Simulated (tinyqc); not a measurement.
What each parameter does: zigzag graphene nanoribbon in tight binding.

A zigzag ribbon of N chains, sites A1, B1, A2, ..., BN across it. For each k it is a chain with bonds -2t cos(k/2) (A_n to B_n) and -t (B_n to A_(n+1)), and +D, -D on A and B. A1 and BN are the edge sites; the Dirac points project to k = 2 pi/3.

Parameters, chosen for this exercise (near those used for graphene; the results hold for these values, not for the real material):

| symbol | value | unit | meaning |
|---|---|---|---|
| t | 2.54 | eV | hopping |
| N | 5 |  | zigzag chains |
| D | 0.3 | eV | sublattice potential, +D on A and -D on B |
| k | 1.8 |  | k times the period sqrt3 acc |

The two lowest positive levels at k and the weight on the two edge sites per state of the middle pair.

One parameter was then changed.

Results before and after:

| case | lowest (eV) | next (eV) | edge weight |
|---|---|---|---|
| base | 1.2692 | 2.5505 | 0.2698 |
| changed | 1.3291 | 2.6763 | 0.2698 |

Which of these changes was made? (a) k = 1.7; (b) t = 2.667 eV; (c) D = 0.4 eV; (d) N = 6.
Answer: (b) t = 2.667 eV. Of the candidates, run in turn, only this one gives the changed row.

All candidates:

| case | lowest (eV) | next (eV) | edge weight |
|---|---|---|---|
| base | 1.2692 | 2.5505 | 0.2698 |
| t = 2.667 eV | 1.3291 | 2.6763 | 0.2698 |
| N = 6 | 1.1572 | 2.2240 | 0.2124 |
| D = 0.4 eV | 1.2964 | 2.5642 | 0.2698 |
| k = 1.7 | 1.4366 | 2.6996 | 0.2516 |

tinyqc: `OMP_NUM_THREADS=1 python tinyqc.py 1451019 1451020 out.jsonl`; about 0.01 s, one thread, shared Intel(R) Xeon(R) Processor @ 2.30GHz.
